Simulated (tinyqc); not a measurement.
Junctionless gate-all-around wire, depletion approximation: two steps of the calculation.

A uniformly doped n-type wire of radius R under a surrounding gate; long channel. Below flat band a shell from radius rc to R is fully depleted and the neutral core, at channel potential V (0 at the source, Vd at the drain), carries the current with constant mobility; s = (rc/R)^2 is the share of the cross-section that conducts. The edge of the depleted shell is taken as abrupt, so there is no subthreshold current.

Parameters, values chosen for the exercise; material values close to those of gallium arsenide:
- eps_r = 12.9 (relative permittivity of the semiconductor)
- eox = 3.9 (relative permittivity of the gate insulator)
- tox = 4 nm (insulator thickness)
- R = 15 nm (wire radius)
- Nd = 3.6e18 cm^-3 (donor density)
- Vfb = 1.15 V (flat-band voltage)
- mu = 43 cm^2/(V s) (effective mobility in the wire)
- L = 1 um (gate length)
- Vd = 0.05 V (drain voltage)

Constants: q = 1.602176634e-19 C, eps0 = 8.8541878128e-14 F/cm where lengths are in cm. Results are converted to the units shown.

Question 1. Voltages that deplete the wire. Cox = eps0 eox/(R ln(1 + tox/R)); A = q Nd R^2/(4 eps0 eps_r); B = q Nd R/(2 Cox); VT = Vfb - A - B.

Give: Cox; A; B; VT.

Answer 1.

Cox = 0.9739 uF/cm^2
A = 0.2841 V
B = 0.4442 V
VT = 0.4217 V

Of the 0.728 V needed, 61.0 % drops over the insulator. The device is normally off.

Question 2. Core radius, conductance and current. s solves Vfb - Vg + V = A (1 - s + s ln s) + B (1 - s), and s = 0 where the left side exceeds A + B. I = (q mu Nd pi R^2/L)[g(s0) - g(sL)], g = A (s^2/4 - (s^2/2) ln s) + B s^2/2, with s0 at V = 0 and sL at V = Vd. rc = R sqrt(s0); the small-signal conductance at Vd = 0 is q mu Nd pi R^2 s0/L.

s0 = 0.17945276
sL = 0.12828443
A = 0.28405143 V
B = 0.44420039 V

Give: rc at the source; conductance; I.

Answer 2.

rc at the source = 6.3543 nm
conductance = 0.31460 uS
I = 0.013451 uA

Computed by the program tinyqc: `OMP_NUM_THREADS=1 python tinyqc.py 2460067 2460068 out.jsonl`, one thread of a shared Intel Xeon 2.30GHz, about 0.01 s for the whole run.
